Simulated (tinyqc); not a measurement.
# Undoped symmetric double-gate MOSFET, analytic potential model: effects of single changes

An undoped body of thickness ts between two equal insulators and tied gates; long channel, electrons only, n = ni exp((psi - V)/Vt) with V the quasi-Fermi potential (0 at the source, Vd at the drain), constant mobility, no quantisation. Across the body psi(x) = V - 2 Vt ln[(ts/(2 beta)) sqrt(q ni/(2 eps0 eps_r Vt)) cos(2 beta x/ts)], x from the centre. Q is the electron charge per area of the whole body.

Parameters, values chosen for the exercise; material values those of a made-up semiconductor: temperature T = 273 K; band gap Eg = 1.29 eV; relative permittivity of the semiconductor eps_r = 10.7; conduction-band density of states at T Nc = 2.6e19 cm^-3; valence-band density of states at T Nv = 1.79e19 cm^-3; relative permittivity of the gate insulator eox = 3.9; insulator thickness tox = 2.5 nm; body thickness ts = 10 nm; gate work function less that of the intrinsic body dphi = 0.23 V; channel mobility mu = 140 cm^2/(V s); gate length L = 0.1 um; drain voltage Vd = 0.05 V.

Constants: q = 1.602176634e-19 C, kB = 1.380649e-23 J/K, Vt = kB T/q, eps0 = 8.8541878128e-14 F/cm where lengths are in cm. Results are converted to the units shown.

Each table varies one quantity; the others keep the values above.

## Effect of the gate work function less that of the intrinsic body

ni = sqrt(Nc Nv) exp(-Eg/(2 Vt)), Eg in volts; r = eps_r tox/(eox ts); V0 = dphi + 2 Vt ln[(2/ts) sqrt(2 eps0 eps_r Vt/(q ni))]. beta (between 0 and pi/2) solves (Vg - V0 - V)/(2 Vt) = ln(beta) - ln(cos beta) + 2 r beta tan(beta). Q = 8 eps0 eps_r Vt beta tan(beta)/ts; I = mu (1/L)(4 eps0 eps_r/ts)(2 Vt)^2 [g(beta_s) - g(beta_d)] per width, g = beta tan(beta) - beta^2/2 + r beta^2 tan^2(beta), with beta_s at V = 0 and beta_d at V = Vd.  I(low) is taken at Vg = 0.56 V, Qs and I(high) at Vg = 1.31 V.

Results:
```
dphi (V)  V0 (V)  I(low) (nA/um)  Qs(high) (nC/cm^2)  I(high) (uA/um)
0.08      0.6553           87.34                1528            102.5
0.13      0.7053           10.72                1401            93.62
0.18      0.7553           1.285                1274            84.82
0.28      0.8553         0.01832                1025            67.48
0.33      0.9053        0.002187               903.0            58.98
0.38      0.9553        2.611e-4               782.4            50.61
```

Estimate the missing row, dphi = 0.23 V.

Computed row:
```
dphi (V)  V0 (V)  I(low) (nA/um)  Qs(high) (nC/cm^2)  I(high) (uA/um)
0.23      0.8053          0.1534                1149            76.11
```

With this row back in the table: As dphi goes from 0.08 to 0.38 V, I(low) falls from 87.3 to 2.61e-4 nA/um and I(high) falls from 102 to 50.6 uA/um. V0 rises from 0.655 to 0.955 V. In every row the surface density at the source at the higher gate voltage passes 0.3 Nc, where Boltzmann statistics fail.

## Transfer curve and volume inversion

Q = 8 eps0 eps_r Vt beta tan(beta)/ts; I = mu (1/L)(4 eps0 eps_r/ts)(2 Vt)^2 [g(beta_s) - g(beta_d)] per width, g = beta tan(beta) - beta^2/2 + r beta^2 tan^2(beta), with beta_s at V = 0 and beta_d at V = Vd. The drop is psi(surface) - psi(centre) at the source end; C = dQs/dVg, Cg = 2 eps0 eox/tox; gm = dI/dVg.

Transfer curve and volume inversion:
```
Vg (V)  Qs (nC/cm^2)  drop (mV)       C/Cg  I (uA/um)  gm/I (1/V)
0.51       6.3162e-4  8.3336e-5  9.7188e-6  1.8319e-5      42.507
0.66         0.36856   0.048611  0.0056314   0.010723      42.340
0.81          64.532     8.0255    0.45086     2.7038      23.909
0.96          329.41     33.075    0.75420     19.497      7.2113
1.11          664.04     53.960    0.84758     42.420      3.8138
1.26          1025.4     69.728    0.89195     67.484      2.5394
1.41          1400.7     82.048    0.91720     93.624      1.8873
1.56          1784.3     92.052    0.93325     120.40      1.4953
1.71          2173.4     100.43    0.94426     147.58      1.2352
```

Read the table: what changes, and by how much?

The current rises from 1.83e-5 to 148 uA/um. In the first row gm/I is 42.5 1/V, within 0.01 % of 1/Vt: with no depletion charge the whole body follows the gate, and the swing is ideal. The drop between surface and centre goes from 8.3e-5 to 100 mV and passes Vt at Vg = 0.96 V among the rows; below that the density varies across the body by less than a factor of e (volume inversion). C reaches 0.94 of Cg in the last row. For Vg = 1.11 to 1.71 V the surface density at the source passes 0.3 Nc, where Boltzmann statistics fail.

## Effect of the body thickness

Same model as above.

Result of one run:
```
ts (nm)   V0 (V)  I(low) (nA/um)  Qs(high) (nC/cm^2)  I(high) (uA/um)
13       0.79291         0.19946              1150.2           76.178
```

What becomes of these results when the body thickness ts is changed from 13 to 6.5 nm, all else the same?

Result of the changed run:
```
ts (nm)   V0 (V)  I(low) (nA/um)  Qs(high) (nC/cm^2)  I(high) (uA/um)
6.5      0.82553        0.099734              1146.7           75.907
```

The whole series:
```
ts (nm)   V0 (V)  I(low) (nA/um)  Qs(high) (nC/cm^2)  I(high) (uA/um)
3.3      0.85742        0.050635              1138.0           75.261
4.7      0.84078        0.072116              1143.4           75.660
6.5      0.82553        0.099734              1146.7           75.907
9.1      0.80970         0.13962              1148.9           76.073
13       0.79291         0.19946              1150.2           76.178
18       0.77760         0.27616              1151.0           76.233
25       0.76215         0.38353              1151.4           76.265
```

As ts goes from 3.3 to 25 nm, I(low) rises from 0.0506 to 0.384 nA/um and I(high) rises from 75.3 to 76.3 uA/um. On average I(low) goes as ts^(1.00) and I(high) goes as ts^(0.01). Below threshold the charge is proportional to the cross-section of the body; above it the insulator sets the charge. In every row the surface density at the source at the higher gate voltage passes 0.3 Nc, where Boltzmann statistics fail. At ts = 25 nm L is under three scale lengths of this cross-section, so short-channel effects, left out here, would raise the subthreshold current. For ts = 3.3 to 6.5 nm the body is thin enough for quantum confinement, left out here, to raise the threshold.

Program tinyqc, `OMP_NUM_THREADS=1 python tinyqc.py 2440104 2440105 out.jsonl`; Intel Xeon 2.30GHz, shared host, one thread, about 0.02 s.
